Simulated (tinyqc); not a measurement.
## Charge imbalance from the loss of breakdown voltage

Question. In a superjunction of pillar doping N and length Lp an imbalance dl lowers BV by q |dl| N Lp^2/(4 eps0 eps_r), as long as the field reaches through the pillar. Find |dl| and the net dose error |dl| N wp.

Inputs (values chosen for the exercise):

| symbol | value | unit | meaning |
|---|---|---|---|
| eps_r | 11.6 |  | relative permittivity of the semiconductor |
| wp | 3 | um | width of each pillar |

Constants: q = 1.602176634e-19 C, eps0 = 8.8541878128e-14 F/cm where lengths are in cm. Results are converted to the units shown.

BV balanced and BV measured (V): [360, 350.76316]
N = 6.6669879e15 cm^-3
Lp = 14.048787 um

Answer. The loss is linear in |dl|; its sign cannot be told from BV.

|dl| = 1.800 %
dose error = 3.600e10 cm^-2

Program tinyqc, `OMP_NUM_THREADS=1 python tinyqc.py 2590136 2590137 out.jsonl`; Intel Xeon 2.30GHz, shared host, one thread, about 0.01 s.
